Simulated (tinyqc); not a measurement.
Averaged masses of warped heavy- and light-hole bands, step by step. Values are carried at full precision from step to step, so a last printed digit may differ when a step is redone from the rounded ones.

Constants: Ry = 13.60569312 eV; a0 (Bohr radius) = 0.5291772105 angstrom; kB = 8.617333262e-05 eV/K; hbar^2/2m0 = 3.80998211 eV angstrom^2.

Values chosen for the exercise (near those of AlAs; shifted at random, so the results belong to these values and not to a real crystal):
- g1 = 3.74 (Luttinger gamma1)
- g2 = 0.83 (gamma2)
- g3 = 1.43 (gamma3)
- eps = 9.94 (dielectric constant)
- mso = 0.282 m0 (split-off mass)
- Dso = 0.286 eV (spin-orbit splitting)
- T = 77 K (temperature)

## Other forms of the parameters

Dresselhaus-Kip-Kittel form E = c [A k^2 -/+ sqrt(B^2 k^4 + C^2 (kx^2 ky^2 + ky^2 kz^2 + kz^2 kx^2))] with A = g1, B = 2 g2, C^2 = 12 (g3^2 - g2^2). Spherical form: mu = (6 g3 + 4 g2)/(5 g1), delta = (g3 - g2)/g1, masses 1/(g1 (1 -/+ mu)). Effective rydberg R* = Ry/(g1 eps^2) and radius a* = a0 g1 eps.

A, B, |C|: 3.740  1.660  4.034

mu, delta: 0.6364  0.1604

spherical masses, heavy and light (m0): 0.7353  0.1634

R* = 36.82 meV
a* = 19.7 angstrom

delta/mu = 0.25 measures the warping against the spherical splitting.

## Masses along six directions

Four-band hole energies E = c k^2 f(u), c = hbar^2/2m0, f = g1 -/+ 2 sqrt(g2^2 + 3 (g3^2 - g2^2) s), s = ux^2 uy^2 + uy^2 uz^2 + uz^2 ux^2 for the unit vector u; minus for heavy, plus for light holes; the mass along u is 1/f.

Give s and both masses.

Masses (m0):

| direction | s | heavy | light |
|---|---|---|---|
| [100] | 0.00000 | 0.4808 | 0.1852 |
| [110] | 0.25000 | 0.8867 | 0.1574 |
| [111] | 0.33333 | 1.1364 | 0.1515 |
| [210] | 0.16000 | 0.7017 | 0.1652 |
| [221] | 0.29630 | 1.0128 | 0.1540 |
| [411] | 0.10185 | 0.6100 | 0.1712 |

The heavy mass grows by a factor of 2.36 from [100] to [111] while the light one shrinks by 18 %; 1/m_heavy + 1/m_light = 2 g1 in every direction.

## Density-of-states masses from three directions

m_d^(3/2) is the angular mean of m(u)^(3/2). The rule mean = (10 F[100] + 16 F[110] + 9 F[111])/35 is exact for cubic harmonics up to sixth order. Total m_d = (m_h^(3/2) + m_l^(3/2))^(2/3).

m^(3/2):

| direction | heavy | light |
|---|---|---|
| [100] | 0.33335 | 0.07969 |
| [110] | 0.83494 | 0.06246 |
| [111] | 1.21137 | 0.05898 |

m_d heavy, light (m0): 0.8534  0.1641

total = 0.9008 m0
share of light holes = 7.8 %

## Averages on a grid

Grid: n x n midpoints in cos(theta) from 0 to 1 and phi from 0 to pi/2, equal weights. m_d = <f^(-3/2)>^(2/3). Conductivity mass for one scattering time: 1/m_c = <|w|^2 f^(-5/2)>/<f^(-3/2)> with w = grad_k(k^2 f)/(2 k), that is |w|^2 = f^2 + |angular gradient of f|^2/4.

Use n = 40.

m_d heavy, light (m0): 0.8129  0.1625

m_c heavy, light (m0): 0.6603  0.1605

The three-direction rule differs from the grid by +4.98 % for heavy holes. Warping makes m_c of the heavy holes 19 % smaller than m_d; on a sphere the two are equal.

## Effective density of states

Nv = 2 (kT/(4 pi c))^(3/2) [m_h^(3/2) + m_l^(3/2) + mso^(3/2) exp(-Dso/kT)], c = hbar^2/2m0, parabolic bands, m_h and m_l the density-of-states masses from the grid; 1 angstrom^-3 = 1e24 cm^-3.

prefactor = 3.2631e+18 cm^-3

the three terms: 0.73297  0.06552  0.00000

Nv = 2.606e+18 cm^-3

shares (%): 91.8  8.2  0.0

kT/Dso = 0.02, small enough for the four-band form.

## Checks

- m_d and m_c of heavy holes for g2 = g3 against 1/(g1 - 2 g3): they agree to 1e-10 or better.
- m_d of heavy holes on grids of 40 and 160: both 0.8129.

tinyqc: `OMP_NUM_THREADS=1 python tinyqc.py 1051479 1051480 out.jsonl`; about 0.01 s, one thread, shared Intel(R) Xeon(R) Processor @ 2.30GHz.
